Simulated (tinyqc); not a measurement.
Admittance spectroscopy of a deep trap: one step of the calculation.

Schottky contact on an n-type layer with shallow donors Nd (all ionised) and a donor-like deep trap, neutral when filled and positive when empty; depletion approximation. Traps within lam of the depletion edge stay filled. The traps at xt = W - lam, where the level crosses the Fermi level, follow a slow signal and not a fast one. w = 2 pi f.

Problem. Admittance at the signal frequency. Emission rate en = sn vth(T) Nc(T) exp(-Et/kB T) = sn g T^2 exp(-Et/kB T), g = vth Nc/(300 K)^2, as vth goes as T^0.5 and Nc as T^1.5 (degeneracy factor 1). Inflection frequency w0 = 2 en [1 + Nt xt/(Nd W)]; C = C_HF + (C_LF - C_HF)/(1 + (w/w0)^2), G/w = (C_LF - C_HF)(w/w0)/(1 + (w/w0)^2).

Inputs (values chosen for the exercise); material values close to those of germanium:
```
symbol,value,unit,meaning
Nc,1.05e19,cm^-3,conduction-band density of states at 300 K
vth,3.4e7,cm/s,thermal velocity at 300 K
Nd,8e15,cm^-3,shallow donor density
Et,0.25,eV,depth of the trap below the conduction edge
sn,4.4e-17,cm^2,capture cross-section
Nt,7.8e14,cm^-3,trap density
f,370,Hz,signal frequency
T,187,K,temperature
```

Constants: q = 1.602176634e-19 C, kB = 1.380649e-23 J/K. Results are converted to the units shown.

W = 302.89441 nm
xt = 125.10261 nm
C_HF = 45.894129 nF/cm^2
C_LF = 48.418982 nF/cm^2

Give: en; w0/(2 pi); C; G/w.

Solution.

en = 1117 1/s
w0/(2 pi) = 369.7 Hz
C = 47.16 nF/cm^2
G/w = 1.262 nF/cm^2

The signal lies near the inflection, where the loss is largest.

tinyqc, about 0.01 s, one thread, Intel Xeon 2.30GHz (shared host): `OMP_NUM_THREADS=1 python tinyqc.py 2050145 2050146 out.jsonl`
